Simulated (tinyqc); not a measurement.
Bottom-up copper filling of a trench by curvature-enhanced accelerator coverage: one step, computed by the program tinyqc.

A rectangular trench keeps vertical walls and a flat floor. An accelerator floats on the surface; where area is lost in the corners it is passed on to the floor.

Problem. Velocities. Kinetic current i_k = [i_0 (1 - theta) + i_1 theta] exp(alpha eta/(k_B T)), limit i_L = 2 F D C/delta, i = 1/(1/i_k + 1/i_L); velocity v = i Omega/(2F), Omega = 7.11 cm^3/mol, F = e N_A. Depletion inside the trench is ignored.

Inputs (values chosen for the exercise, close to those used for damascene copper plating):
```
quantity                                         value     unit
exchange current of the suppressed surface i_0   0.029  mA/cm^2
exchange current of the accelerated surface i_1   0.73  mA/cm^2
transfer coefficient alpha                        0.44        -
overpotential eta                                 0.12        V
starting coverage theta_0                        0.057        -
cupric ion concentration C                        0.32    mol/l
diffusivity D                                    4e-06   cm^2/s
boundary layer delta                                38       um
temperature T                                      298        K
```

Constants: e = 1.602176634e-19 C; N_A = 6.02214076e+23 1/mol; k_B = 8.617333262e-05 eV/K.

Give: limiting current i_L; velocity at theta = 0; velocity at theta_0; velocity at theta = 1; ratio v(1)/v(theta_0).

Solution.

limiting current i_L = 65.001 mA/cm^2

velocity at theta = 0 = 0.083218 nm/s

velocity at theta_0 = 0.19694 nm/s

velocity at theta = 1 = 1.9325 nm/s

ratio v(1)/v(theta_0) = 9.8128
